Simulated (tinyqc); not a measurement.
Equilibrium and kinetic segregation of a solute to boundaries and growing surfaces. Changing the temperature T. Computed by tinyqc, a small Python program. Command: `OMP_NUM_THREADS=1 python tinyqc.py 3016424 3016425 out.jsonl segreg sweep`. One thread of a shared host (Intel(R) Xeon(R) Processor @ 2.30GHz), about 0.02 s of CPU time with the checks.

Inputs (values chosen for the exercise, modelled on a solute in a copper line):

| quantity | value | unit |
|---|---|---|
| segregation energy Q | 0.522 | eV |
| interaction z w (positive attracts) | 0.11 | eV |
| total solute fraction x0 | 0.00042 | - |
| grain size d | 300 | nm |
| boundary thickness delta | 0.79 | nm |
| atomic volume Omega | 11.81 | angstrom^3 |
| clean boundary energy gamma_0 | 0.89 | J/m^2 |
| mixing | 0.3 | - |

Isotherm: Fowler-Guggenheim.

Constants: k_B = 8.617333262e-05 eV/K; 1 eV/angstrom^2 = 16.02176634 J/m^2.

Method:
- With theta the solute fraction on boundary sites and x that in the grains, theta/(1 - theta) = [x/(1 - x)] exp[(Q + z w theta)/(k_B T)].
- The coverage theta_inf is that for x = x0. Start at theta = 0; theta(new) = theta + mixing (theta(out) - theta); stop below 1e-10, 80 steps at most.
- Finite grains: boundary sites are the fraction f = 3 delta/d, and x0 = (1 - f) x + f theta; solve both equations for theta; share at boundaries = f theta/x0.
- Gibbs adsorption for this isotherm in a dilute matrix: gamma = gamma_0 + Gam_0 [k_B T ln(1 - theta) + z w theta^2/2], Gam_0 = delta/Omega sites per area.

One run for each value:

| temperature T (K) | coverage theta | fraction x left in the grains | share of solute at boundaries (%) | coverage theta_inf | boundary energy gamma (J/m^2) |
|---|---|---|---|---|---|
| 600 | 0.052906 | 2.0588e-06 | 99.514 | 0.98815 | 0.86153 |
| 678 | 0.052336 | 6.5943e-06 | 98.442 | 0.95020 | 0.85795 |
| 1070 | 0.037076 | 1.2811e-04 | 69.739 | 0.12269 | 0.85348 |
| 1140 | 0.032895 | 1.6140e-04 | 61.875 | 0.08588 | 0.85542 |
| 1220 | 0.028352 | 1.9758e-04 | 53.329 | 0.06028 | 0.85807 |
| 1300 | 0.024278 | 2.3002e-04 | 45.666 | 0.04429 | 0.86084 |

Give the missing row, temperature T (K) = 989.

Computed row; columns: (1) temperature T (K); (2) coverage theta; (3) fraction x left in the grains; (4) share of solute at boundaries (%); (5) coverage theta_inf; (6) boundary energy gamma (J/m^2):
```
(1)       (2)         (3)     (4)      (5)      (6)
989  0.041808  9.0430e-05  78.639  0.19890  0.85202
```

Interpolating between the two neighbouring rows (linearly) misses most in coverage theta_inf, by 48 %. Over the rows, coverage theta falls from 0.0529 to 0.0243 (exponent d ln y / d ln x -0.089 between the first rows and -2.4 between the last); fraction x left in the grains rises from 2.06e-6 to 2.30e-4 (exponent d ln y / d ln x 9.5 between the first rows and 2.4 between the last); share of solute at boundaries (%) falls from 99.5 to 45.7 (exponent d ln y / d ln x -0.089 between the first rows and -2.4 between the last). -k_B d ln(x)/d(1/T) between the first rows is 0.52 eV against Q = 0.522 eV: the boundaries give solute back to the grains on heating. Left out: 756, 833, 911 (the iteration converges too slowly).
